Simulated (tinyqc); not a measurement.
## Convergence with the mesh in the empty well

In an empty well of width L and depth Vb, level k solves kw L/2 = (k - 1) pi/2 + arctan(sqrt((mw/mb)(Vb - E)/E)) with kw = sqrt(mw E/C), C = hbar^2/(2 m0). Mesh: N intervals across the well, hz = L/N, nodes at (i + 1/2) hz from an edge, mass (mw + mb)/2 on the interval that holds an interface, walls 3 L outside the edges; H_ii = C (1/m_(i-1/2) + 1/m_(i+1/2))/hz^2 + V_i, H_(i,i+1) = -C/(m_(i+1/2) hz^2). No field, no charge.

Values chosen for this exercise; material values close to those of GaAs in InGaP: mass along z in the well mw = 0.0664 m0; mass along z in the barriers mb = 0.0913 m0; barrier height Vb = 0.154 eV; well width L = 36 nm.

Constants: q = 1.602176634e-19 C, hbar = 1.054571817e-34 J s, m0 = 9.1093837015e-31 kg, hbar^2/(2 m0) = 0.0380998212 eV nm^2. Results are converted to the units shown.

The same in every row: exact E1 (meV) = 3.447.

Results:
```
N    E1 on the mesh (meV)  error (%)
4                   2.313      -32.9
8                   2.957      -14.2
16                  3.287      -4.65
32                  3.403      -1.28
128                 3.444    -0.0827
```

Estimate the missing row, N = 64.

Computed row:
```
N   E1 on the mesh (meV)  error (%)
64                 3.436     -0.329
```

With this row back in the table: The error goes from -33 % to -0.083 %; between N = 32 and 64 it shrinks by a factor of 3.9, the 4 of a second-order scheme.

Computed by the program tinyqc: `OMP_NUM_THREADS=1 python tinyqc.py 2140065 2140066 out.jsonl`, one thread of a shared Intel Xeon 2.30GHz, about 1 s for the whole run.
